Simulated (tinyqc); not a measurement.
From results back to parameters: delta-doped layer in the Thomas-Fermi potential. Two cases, with inputs chosen for the exercise.

Problem. The depth of the well was computed from a hidden sheet density.

All donors ionised in the plane z = 0, zero temperature, energies from the Fermi level EF of the Thomas-Fermi model, which lies at the bulk band edge; c = hbar^2/2m0, q = e^2/(4 pi eps0). Layer in a (001) plane: two valleys with m_z = ml, m_d = mt (unprimed) and four with m_z = mt, m_d = sqrt(ml mt) (primed); m3 = (ml mt^2)^(1/3), gv = 6. With n = (gv/3 pi^2)(m3 (-V)/c)^(3/2) and V'' = -(4 pi q/eps) n for z > 0, the solution is V = -b/(|z| + z0)^4 with sqrt(b) = 20/K, K = (4 pi q/eps)(gv/3 pi^2)(m3/c)^(3/2), and z0^5 = 4b/(e F0), e F0 = 2 pi q N/eps; 1e13/cm^2 = 1e-3/angstrom^2. Exchange and correlation are left out.

Constants: hbar^2/2m0 = 3.80998211 eV angstrom^2; e^2/(4 pi eps0) = 14.39964547 eV angstrom.

Find: b; z0; N.

Method. b does not depend on N; z0 = (b/depth)^(1/4), e F0 = 4b/z0^5 and N = eps e F0/(2 pi q).

Case 1.

Values chosen (out of a larger set: near those of a delta-doped layer in Si; not measured data): ml = 0.922 m0 (longitudinal mass); mt = 0.187 m0 (transverse mass); eps = 12 (dielectric constant).

depth = 0.081353 eV

Solution.

b = 7.348e+04 eV angstrom^4
z0 = 30.83 angstrom
N = 1.40 x 1e13/cm^2

Case 2.

Values chosen (out of a larger set: near those of a delta-doped layer in Si; not measured data): ml = 0.906 m0 (longitudinal mass); mt = 0.186 m0 (transverse mass); eps = 11.4 (dielectric constant).

depth = 0.399339 eV

Solution.

b = 6.822e+04 eV angstrom^4
z0 = 20.33 angstrom
N = 9.90 x 1e13/cm^2

Computed by tinyqc, one run a case: `OMP_NUM_THREADS=1 python tinyqc.py N N+1 out.jsonl` with N = 1280161, 1280181; one thread of a shared Intel(R) Xeon(R) Processor @ 2.30GHz, about 0.2 s a run at most.
